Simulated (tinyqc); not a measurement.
Density of states of one tight-binding band on the triangular lattice, step by step. Values are carried at full precision from step to step, so a last printed digit may differ when a step is redone from the rounded ones.

E(k) = -2 t (cos 2 pi k1 + cos 2 pi k2 + cos 2 pi (k1 + k2)); k in fractions of the reciprocal vectors, mesh k_i = j/N with j = 0 .. N-1. Densities are per cell and per spin, so the band holds one state.

Parameters, chosen for this exercise: t = 0.62 eV (nearest hopping); N = 5 (mesh points along each axis); bins = 10 (bins of the histogram); E_lo = -3.813 eV (lower end of the histogram); E_hi = 1.917 eV (upper end); E = -1.58 eV (energy at which the density is wanted); sigma = 0.31 eV (Gaussian width).

## Energies on the mesh

Evaluate the band at all 25 points and collect equal values.

Distinct energies:
```
E_k (eV)  points
-3.7200        1
-2.0064        6
0.2368         6
0.7664         6
1.6232         6
```

The 25 points give 5 distinct energies between -3.7200 and 1.6232 eV; a dense mesh gives a band from -3.720 to 1.860 eV.

## Histogram

Count the points in equal bins from E_lo to E_hi; g = count/(all points x bin width).

Histogram:
```
from (eV)  to (eV)  points  g (1/eV)
-3.8130    -3.2400       1    0.0698
-3.2400    -2.6670       0    0.0000
-2.6670    -2.0940       0    0.0000
-2.0940    -1.5210       6    0.4188
-1.5210    -0.9480       0    0.0000
-0.9480    -0.3750       0    0.0000
-0.3750     0.1980       0    0.0000
0.1980      0.7710      12    0.8377
0.7710      1.3440       0    0.0000
1.3440      1.9170       6    0.4188
```

Empty bins: 6 of 10; the fullest holds 12 points. Empty bins inside the band come from the coarse mesh, not from gaps.

## Gaussian broadening at one energy

Gaussian broadening: g(E) = mean over the mesh of exp(-(E - E_k)^2/(2 sigma^2))/(sigma sqrt(2 pi)), n(E) = mean of erfc((E_k - E)/(sigma sqrt 2))/2.

Sum over the distinct energies with their counts.

n(E) = 0.2597
g(E) = 0.1199 1/eV

## One triangle of the mesh

For corner energies e1 <= e2 <= e3 and eij = ei - ej, the share of the triangle below E is n = (E - e1)^2/(e21 e31) for e1 < E < e2 and n = 1 - (e3 - E)^2/(e31 e32) for e2 < E < e3; its density of states is g = dn/dE.

corner energies, sorted (eV): -2.0064  0.2368  0.7664

Find its share below E and its density of states at E.

n = 0.0292
g = 0.1371 1/eV

E lies between corners 1 and 2.

## Sum over all linear triangles

Each cell of the mesh is cut along (i+1, j)-(i, j+1) into two triangles. For corner energies e1 <= e2 <= e3 and eij = ei - ej, the share of the triangle below E is n = (E - e1)^2/(e21 e31) for e1 < E < e2 and n = 1 - (e3 - E)^2/(e31 e32) for e2 < E < e3; its density of states is g = dn/dE.

Average n and g over all pieces of the mesh. The reference uses the same method with N = 240.

n(E) = 0.1683
g(E) = 0.1196 1/eV
reference n(E) = 0.188
reference g(E) = 0.107 1/eV

On this mesh the linear method errs by +0.013 1/eV in g and -0.020 in n; the Gaussian sum erred by +0.013 and +0.071.

## Checks

- States below the top of the band by the linear method against one: both 1.000000.

tinyqc: `OMP_NUM_THREADS=1 python tinyqc.py 1652409 1652410 out.jsonl`; about 0.1 s, one thread, shared Intel(R) Xeon(R) Processor @ 2.30GHz.
